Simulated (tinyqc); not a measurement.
Resistance of a circular point contact between the ballistic and the diffusive limit: two steps of the calculation.

Two half-spaces of a free-electron metal (one valley, spin 2) meet through a circular opening of radius a in an insulating sheet.

Parameters, values chosen for the exercise:
```
symbol   value   unit                meaning
n       3.5e21  cm^-3  free-electron density
l           12     nm         mean free path
a          3.3     nm  radius of the opening
```

Constants: q = 1.602176634e-19 C, hbar = 1.054571817e-34 J s. Results are converted to the units shown.

Task 1. Fermi wave number and resistivity. kF = (3 pi^2 n)^(1/3), resistivity rho = hbar kF/(n q^2 l). Maxwell: RM = rho/(2 a); Sharvin: RS = 4 rho l/(3 pi a^2); interpolation R = RS + gamma RM, gamma = (1 + 0.83 K)/(1 + 1.33 K), K = l/a.

Find: kF; rho; modes (kF a)^2/4.

Result 1.

kF = 4.697 1/nm
rho = 45.94 uohm cm
modes (kF a)^2/4 = 60.07

Task 2. Resistances. 

rho = 45.944736 uohm cm

Find: RM; RS; gamma; R.

Result 2.

RM = 69.61 ohm
RS = 214.9 ohm
gamma = 0.6885
R = 262.8 ohm

The Sharvin term makes up 81.8 % of R; it equals (h/2q^2) over the number of modes.

Program tinyqc, `OMP_NUM_THREADS=1 python tinyqc.py 2760069 2760070 out.jsonl`; Intel Xeon 2.30GHz, shared host, one thread, about 0.01 s.
